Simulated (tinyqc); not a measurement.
What moves the results: sp3s* tight binding. A value that a table varies takes the place of the one given here.

sp3s* tight binding, nearest neighbours only: anion (a) at 0, cation (c) at a/4 (1,1,1), orbitals s, px, py, pz, s* on each; k in units of 2 pi/a. With phases e_j = exp(i (pi/2) k.n_j) for n = (1,1,1), (1,-1,-1), (-1,1,-1), (-1,-1,1): g0 = (e1+e2+e3+e4)/4, g1 = (e1+e2-e3-e4)/4, g2 = (e1-e2+e3-e4)/4, g3 = (e1-e2-e3+e4)/4. The diagonal holds the levels Esa, Epa, Exa (s*) and Esc, Epc, Exc. Anion-cation block: <sa|sc> = Vss g0; <sa|xc> = Vsapc g1; <xa|sc> = -Vscpa g1; <xa|xc> = Vxx g0; <xa|yc> = <ya|xc> = Vxy g3, <xa|zc> = <za|xc> = Vxy g2, <ya|zc> = <za|yc> = Vxy g1; <s*a|xc> = Vxapc g1; <xa|s*c> = -Vpaxc g1; y and z take g2 and g3 in place of g1; s-s* and s*-s* vanish.

Values chosen for the exercise (near a published set for GaAs, fitted to gaps, whose masses and valley positions are rough; the results hold for these values, not for the real material): Esa = -8.337 eV (s level of the anion); Epa = 1.039 eV (p level of the anion); Esc = -2.659 eV (s level of the cation); Epc = 3.662 eV (p level of the cation); Exa = 8.591 eV (s* level of the anion); Exc = 6.744 eV (s* level of the cation); Vss = -6.446 eV (s-s); Vxx = 1.96 eV (px-px); Vxy = 5.066 eV (px-py); Vsapc = 4.481 eV (s anion, p cation); Vscpa = 5.769 eV (s cation, p anion); Vxapc = 4.839 eV (s* anion, p cation); Vpaxc = 4.818 eV (p anion, s* cation); eta = 2 (scaling exponent); D001 = 0.94 (ratio -ezz/exx).

## What the s* orbital does

The s* couplings Vxapc and Vpaxc are scaled by f; f = 0 is the plain sp3 model. Gaps from the top of the valence band at Gamma; the Delta value is the minimum on (x,0,0), 0.5 <= x <= 1.

Gaps (eV):
```
f      Gamma   Delta       L  x of the minimum
0.00  1.5533  4.0639  2.9097             0.500
0.25  1.5533  3.9409  2.8004             0.500
0.50  1.5533  3.6302  2.5124             0.500
0.75  1.5533  3.0567  2.1235             1.000
0.90  1.5533  2.4488  1.8683             1.000
1.00  1.5533  2.0378  1.6944             1.000
1.10  1.5533  1.6245  1.5193             1.000
```

How do the results move?

The gap at Gamma stays, since g1 to g3 vanish there. From f = 0 to 1 the s* levels lower the Delta value by 2.026 eV and L by 1.215 eV. For f = 0, 0.25 and 0.5 the least value lies at x = 0.5, the end of the range: any valley further out lies above that value until s* has lowered it enough. The lowest of the three is Gamma at both f = 0 and f = 1.

## Hydrostatic strain (sp3s* tight binding, strained)

Strain e moves each bond vector to d = (1 + e) d0 (no internal displacement for the diagonal strains used here) and k is given in fractions of the strained reciprocal cell, so the phases stay. Two-centre values Vss_sigma = Vss/4, Vsp_sigma = sqrt3 V/4 for each s-p and s*-p pair, Vpp_sigma = (Vxx + 2 Vxy)/4, Vpp_pi = (Vxx - Vxy)/4 are scaled by (d0/d)^eta and combined with the new direction cosines; the levels on the diagonal stay.

exx = eyy = ezz = e. Gaps as measured from the top of the valence band; the deformation potentials are (gap(0.01) - gap(-0.01))/0.06.

Gaps (eV):
```
e       Gamma   Delta       L  x of the minimum
-0.03  2.0289  2.0247  1.9214             1.000
-0.02  1.8649  2.0285  1.8431             1.000
-0.01  1.7065  2.0329  1.7675             1.000
0.00   1.5533  2.0378  1.6944             1.000
0.01   1.4053  2.0431  1.6239             1.000
0.02   1.2621  2.0489  1.5559             1.000
0.03   1.1237  2.0550  1.4903             1.000
```

gap deformation potentials (eV): Gamma -5.020, Delta 0.171, L -2.393

How do the results move?

Per unit of volume strain the gaps move by -5.02 (Gamma), +0.17 (Delta) and -2.39 eV (L). The lowest valley changes from L to Gamma between e = -0.02 and -0.01. These potentials follow from the one exponent eta, which fitted models replace by one for each integral; with it the sizes are rough, the sign for Delta can be wrong (in Si, Ge and the III-V crystals measured values are small and positive), and the pressures at which valleys cross, and which valley takes over, are rough too. A gap of zero, where one is listed, marks an s level that has sunk below the valence top.

## Biaxial strain splits the top of the valence band (sp3s* tight binding, strained)

No spin-orbit coupling; k = 0; exx = eyy = e, ezz = -D001 e. The four bonds keep equal lengths, and the sums over them give Vxx(e) for px and py and Vzz(e) for pz; each level is the lower root of [[Epa, V], [V, Epc]], and the s level the upper root of the s block. The shear potential b follows from E(x,y) - E(z) = 3 b (exx - ezz), taken as the slope between e = -0.005 and 0.005.

Couplings and levels at Gamma (eV):
```
e           ezz  Vxx(e)  Vzz(e)   E(x,y)     E(z)  E(x,y) - E(z) (meV)  upper s level
-0.020   0.0188  1.8527  2.2566   0.0806  -0.2595                340.1         1.6278
-0.010   0.0094  1.9073  2.1066   0.0358  -0.1310                166.8         1.5869
-0.005   0.0047  1.9339  2.0329   0.0138  -0.0687                 82.5         1.5663
0.005   -0.0047  1.9856  1.8880  -0.0291   0.0517                -80.8         1.5246
0.010   -0.0094  2.0107  1.8168  -0.0501   0.1098               -159.8         1.5036
0.020   -0.0188  2.0593  1.6772  -0.0910   0.2214               -312.4         1.4612
```

b = -2.807 eV

What can be read from the table?

Under tension in the plane (e > 0) the bonds tilt towards the plane, Vxx grows to 2.0107 and Vzz falls to 1.8168 eV at e = 0.01, and the pz state forms the top of the valence band, by 159.8 meV; under compression (e = -0.01) the px, py pair does, by 166.8 meV. The slope gives b = -2.81 eV, a rough value, since on-site strain terms are left out (measured values lie near -2 eV).

## What each parameter does

Gaps from the top of the valence band at Gamma; Delta is the minimum on (x,0,0), 0.5 <= x <= 1. Each row changes one parameter from the base and keeps the others.

Results:
```
case              Ev (eV)  gap Gamma (eV)  gap Delta (eV)  gap L (eV)
base              -0.0078          1.5533          2.0378      1.6944
Vss = -6.746 eV   -0.0078          1.8289          2.0378      1.7678
Vpaxc = 5.018 eV  -0.0078          1.5533          2.0378      1.6679
Esa = -8.037 eV   -0.0078          1.6442          2.0708      1.7397
Epc = 3.362 eV    -0.0778          1.6233          1.9333      1.6953
Exc = 6.944 eV    -0.0078          1.5533          2.0378      1.7062
Vxx = 2.16 eV     -0.1765          1.7220          2.2064      1.8915
```

What does this show?

The largest shifts from the base row, up to three for each result and ties (the steps differ in size, so this ranks the rows, not the parameters). Ev (eV): Vxx -0.1687, Epc -0.0700; unchanged at the printed digits by Vss, Vpaxc, Esa and Exc. gap Gamma (eV): Vss +0.2756, Vxx +0.1687, Esa +0.0909; unchanged at the printed digits by Vpaxc and Exc. gap Delta (eV): Vxx +0.1687, Epc -0.1044, Esa +0.0331; unchanged at the printed digits by Vss, Vpaxc and Exc. gap L (eV): Vxx +0.1970, Vss +0.0734, Esa +0.0453. Vpaxc and Exc cannot move Ev or the gap at Gamma, whose blocks do not hold them; s parameters never move Ev, and move the gap only where the lowest empty level at Gamma is s-like.

tinyqc: `OMP_NUM_THREADS=1 python tinyqc.py 1451018 1451019 out.jsonl`; about 0.1 s, one thread, shared Intel(R) Xeon(R) Processor @ 2.30GHz.
